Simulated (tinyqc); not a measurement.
Tersoff bond-order potential: one step, computed by the program tinyqc. Command: `OMP_NUM_THREADS=1 python tinyqc.py 3001675 3001676 out.jsonl tersoff walk`. One thread of a shared host (Intel(R) Xeon(R) Processor @ 2.30GHz), about 0.01 s of CPU time with the checks.

E = (1/2) sum_(i, j != i) [A exp(-lambda r_ij) - b_ij B exp(-mu r_ij)], b_ij = (1 + (beta zeta_ij)^n)^(-1/(2n)), zeta_ij = sum_(k != i, j) g(theta_ijk), g = 1 + c^2/d^2 - c^2/(d^2 + (h - cos theta)^2), with theta at atom i. Only nearest neighbours count (cut-off function 1 for them, 0 beyond).

Problem. Unrelaxed vacancy. Each of the four neighbours loses one bond; its three other bonds now have zeta = 2 g, for the direction that starts at it. E_v = -E + 12 x (1/2)(b(3g) - b(2g)) B exp(-mu r), where -E is the pair-like cost.

Inputs (values chosen for the exercise, modelled on silicon):
```
quantity     value        unit
B            475.4          eV
mu          1.7322  1/angstrom
beta      1.12e-06           -
n           0.7953           -
```

zeta = 29671.43

energy per atom of the diamond lattice = -4.602672 eV

bond order b = 0.9602124

bond length = 2.361791 angstrom

Give: b(2g); unrelaxed vacancy energy E_v.

Solution.

b(2g) = 0.9708

unrelaxed vacancy energy E_v = 4.099 eV

Stronger back bonds return 0.503 eV, so E_v is 89 % of the cohesive energy.
